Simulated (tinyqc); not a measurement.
Filling the band: three-level Kane dispersion of a narrow-gap semiconductor.

Zero of energy at Gamma8, c = hbar^2/2m0, P^2 = Ep c. The free-electron term and remote bands are left out, so the heavy holes are flat at E = 0 and the other three bands obey E (E - Eg)(E + Dso) = P^2 k^2 (E + 2 Dso/3). The conduction band is the highest root; its edge is Ec = max(Eg, 0).

Degenerate electrons at T = 0: kF = (3 pi^2 n)^(1/3), 1 cm^-3 = 1e-24 angstrom^-3; EF is the highest root at kF. The momentum (cyclotron, optical) mass is m(E) = hbar^2 k/(dE/dk) = c d(k^2)/dE with d(k^2)/dE = k^2 [1/E + 1/(E - Eg) + 1/(E + Dso) - 1/(E + 2 Dso/3)]; the density of states is k d(k^2)/dE/(2 pi^2).

Edge mass m0* = Eg (Eg + Dso)/(Ep (Eg + 2 Dso/3)).
Constants: hbar^2/2m0 = 3.80998211 eV angstrom^2.

Parameters, chosen for this exercise (out of a larger set: a gap close to zero; not measured data):
- Eg = 0.029 eV (E(Gamma6) - E(Gamma8))
- Dso = 1.05 eV (spin-orbit splitting)
- Ep = 19.6 eV (Kane energy)

n from 1e15 to 1e19 cm^-3. The last column is the local power d ln(EF - Ec)/d ln n = kF^2/(1.5 (EF - Ec) d(k^2)/dE).

Results:
```
n (cm^-3)  kF (1/angstrom)  EF - Ec (meV)  parabolic (meV)   m(EF)  m(EF)/m0*  power
1.0e+15            0.00309           11.9             16.7  0.0039       1.80  0.519
3.0e+16            0.00961           56.1            160.8  0.0103       4.69  0.407
1.0e+17            0.01436           90.4            358.7  0.0150       6.84  0.387
3.0e+17            0.02071          137.2            746.2  0.0212       9.68  0.375
1.0e+18            0.03094          214.3           1665.1  0.0310      14.14  0.366
3.0e+18            0.04462          319.7           3463.5  0.0437      19.94  0.362
1.0e+19            0.06665          493.5           7728.6  0.0636      29.04  0.359
```

Give the missing row, n (cm^-3) = 1.0e+16.

Computed row:
```
n (cm^-3)  kF (1/angstrom)  EF - Ec (meV)  parabolic (meV)   m(EF)  m(EF)/m0*  power
1.0e+16            0.00667           35.4             77.3  0.0073       3.36  0.434
```

The power falls from 0.519 to 0.359: 2/3 marks a parabola, 1/3 a linear band. The parabola errs by more than 10 % even in the first row. The mass has doubled by n = 1.0e+16 cm^-3 and ends at 29.0 times its edge value.

Computed by tinyqc, a small Python program: `OMP_NUM_THREADS=1 python tinyqc.py 1050767 1050768 out.jsonl` (the numbers bound the seed that draws the inputs); one thread of a shared host (Intel(R) Xeon(R) Processor @ 2.30GHz), about 0.01 s for the whole set of steps.
